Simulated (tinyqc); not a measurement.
Inside a calculation. Method: coherent transport through a tight-binding region between two chains. Computed by tinyqc, a small Python program that keeps every step. Settings: temperature = 300, mu = -0.04. Command: `OMP_NUM_THREADS=1 python tinyqc.py 22373 22374 out.jsonl` (the two numbers bound the seeds that draw the settings). One thread of a shared host (Intel(R) Xeon(R) Processor @ 2.60GHz), about 0.07 s of CPU time with the checks.

## Transmission at E = 0.77 eV

H of the central region (eV):
```
[[0.000000, -1.140000],
 [-1.140000, 0.000000]]
```

Leads: semi-infinite chains with site energy 0:
```
parameter                           value
lead hopping t (eV)              2.180000
coupling to the left lead (eV)   1.320000
coupling to the right lead (eV)  1.020000
left contact site                       1
right contact site                      2
```

E = 0.770000 eV

Surface Green function g = (E - i sqrt(4 t^2 - E^2)) / (2 t^2); self-energy tc^2 g on each contact site; G = (E - H - Sigma)^(-1); Gamma = -2 Im Sigma; T = Gamma_L Gamma_R |G_LR|^2; local density of states -Im G_ii / pi.

g = 0.081012-0.451505i 1/eV

G (1/eV):
```
[[-0.204849-0.517605i, 0.632997+0.426885i],
 [0.632997+0.426885i, -0.054584-0.672303i]]
```

local density of states (1/eV): [0.164759, 0.214001]

transmission = 0.861669

## Transmission across the band

The same steps on a grid of energies.

T(E):
```
E (eV)              T
-4.14200000  0.001533
-3.72780000  0.006642
-3.31360000  0.017377
-2.89940000  0.041171
-2.48520000  0.097912
-2.07100000  0.241670
-1.65680000  0.567992
-1.24260000  0.911301
-0.82840000  0.881912
-0.41420000  0.750704
0.00000000   0.701689
0.41420000   0.750704
0.82840000   0.881912
1.24260000   0.911301
1.65680000   0.567992
2.07100000   0.241670
2.48520000   0.097912
2.89940000   0.041171
3.31360000   0.017377
3.72780000   0.006642
4.14200000   0.001533
```

levels of the isolated region (eV): [-1.140000, 1.140000]

## Current

I = (2e/h) int T(E) [f(E - mu - V/2) - f(E - mu + V/2)] dE at 300 K with mu = -0.04 eV, the bias not changing H; 2e^2/h = 77.48092 microsiemens; the integral runs over the band on 4001 points.

Current:
```
V (volt)  I (microampere)
0.010000         0.544518
0.050000         2.722812
0.100000         5.447009
0.200000        10.905095
0.400000        21.898828
0.800000        44.506336
```
